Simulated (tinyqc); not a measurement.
Sublattice potential against complex hopping: Haldane model. Computed by the program tinyqc. 

Honeycomb lattice:
```
parameter      value
t1 (eV)     1.500000
t2 (eV)     0.180000
phi (rad)  -0.500000
```

H_AA = delta - 2 t2 sum cos(k.b + phi), H_BB = -delta - 2 t2 sum cos(k.b - phi), H_AB = -t1 (1 + exp(-i k.a1) + exp(-i k.a2)), b = a1, a2 - a1, -a2, m = 3 sqrt3 t2 sin(phi); the sign of the Chern number follows the orientation k1 then k2.

Gaps at the two valleys (eV) and Chern number of the lower band (12 x 12 mesh):
```
delta    gap 2|delta - m|  gap 2|delta + m|  Chern number
-0.8070            0.7172            2.5108             0
-0.5830            0.2692            2.0628             0
-0.2690            0.3588            1.4348             1
0.0000             0.8968            0.8968             1
0.1790             1.2548            0.5388             1
0.3360             1.5688            0.2248             1
0.5600             2.0168            0.2232             0
0.8970             2.6908            0.8972             0
```

Here |m| = 0.4484 eV. For |delta| < |m| the two valleys have masses of opposite sign and the Chern number is +/-1; one gap closes at |delta| = |m|, and beyond it the band is trivial.
